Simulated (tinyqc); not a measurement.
## Coupling ratio and rate constant from the late transient

Question. Long after the knee a floating-gate cell follows U = Vg - (tox/ag) B/ln(K t). Find K and ag.

Inputs (values chosen for the exercise):
- tox = 9.1 nm (tunnel oxide thickness)
- Vg = 15.3 V (control-gate voltage)

U at t = 0.01 and 1 s (V): 0.79802661  2.7921476
B = 25.778085 V/nm

Answer. 1/(Vg - U) is linear in ln t; the ratio of the two values gives ln(K t_a), and either value gives ag.

K = 3.51e14 1/s
ag = 0.560

Computed by the program tinyqc: `OMP_NUM_THREADS=1 python tinyqc.py 2130018 2130019 out.jsonl`, one thread of a shared Intel Xeon 2.30GHz, about 0.01 s for the whole run.
